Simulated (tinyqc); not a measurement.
# Hexagonal on-chip spiral inductor, lumped pi model: effect of the oxide below the coil

Outer diameter do = di + 2 n wd + 2 (n - 1) sp, mean da = (do + di)/2, fill p = (do - di)/(do + di), length l = 3.464 n da. L = 2.33 mu0 n^2 da/(1 + 3.82 p), mu0 = 4 pi 1e-7 H/m. Rs = rho l/(wd delta (1 - exp(-th/delta))), delta = sqrt(rho/(pi f mu0)). Cs = n wd^2 eps0 eo/hu across the coil. At each end Cox = l wd eps0 eo/(2 ho) leads to the substrate branch Rsi = 2 rs he/(l wd) in parallel with Csi = l wd eps0 11.7/(2 he). With one end grounded Y = 1/(Rs + i w L) + i w Cs + 1/[1/(i w Cox) + 1/(1/Rsi + i w Csi)], w = 2 pi f; Q = -Im Y/Re Y. Eddy currents in neighbouring turns and in the substrate are left out.

Peak Q and its frequency from a search over f; self-resonance where Im Y = 0; Q at the given f (negative beyond resonance).

Inputs (values chosen for the exercise); values of the order met in silicon radio-frequency processes:
- n = 2.5 (number of turns)
- wd = 4 um (line width)
- sp = 2 um (space between turns)
- di = 40 um (inner diameter)
- th = 4 um (metal thickness)
- rho = 2.2 uohm cm (metal resistivity)
- hu = 1.4 um (oxide between coil and underpass)
- eo = 3.9 (relative permittivity of the oxide)
- rs = 100 ohm cm (substrate resistivity)
- he = 50 um (effective spreading depth in the substrate)
- f = 2.9 GHz (frequency)

Constants: eps0 = 8.8541878128e-12 F/m. Results are converted to the units shown.

The same in every row: L (nH) = 0.5007; do (um) = 66.00.

Result of one run:

| ho (um) | peak Q | f of the peak (GHz) | self-resonance (GHz) | Q at f |
|---|---|---|---|---|
| 5 | 17.97 | 60.54 | 143.6 | 4.726 |

What becomes of these results when the oxide below the coil ho is changed from 5 to 2 um, all else the same?

Result of the changed run:

| ho (um) | peak Q | f of the peak (GHz) | self-resonance (GHz) | Q at f |
|---|---|---|---|---|
| 2 | 17.36 | 57.00 | 137.2 | 4.725 |

The whole series:

| ho (um) | peak Q | f of the peak (GHz) | self-resonance (GHz) | Q at f |
|---|---|---|---|---|
| 1 | 17.13 | 55.67 | 134.8 | 4.725 |
| 2 | 17.36 | 57.00 | 137.2 | 4.725 |
| 3 | 17.58 | 58.25 | 139.5 | 4.725 |
| 5 | 17.97 | 60.54 | 143.6 | 4.726 |
| 7 | 18.31 | 62.58 | 147.4 | 4.727 |
| 10 | 18.75 | 65.28 | 152.4 | 4.727 |
| 15 | 19.34 | 68.99 | 159.5 | 4.728 |

As ho goes from 1 to 15, L stays at 0.501 nH, the peak Q rises from 17.1 to 19.3, its frequency rises from 55.7 to 69.0 GHz and the self-resonance rises from 135 to 159 GHz.

Program tinyqc, `OMP_NUM_THREADS=1 python tinyqc.py 2302115 2302116 out.jsonl`; Intel Xeon 2.30GHz, shared host, one thread, about 0.01 s.
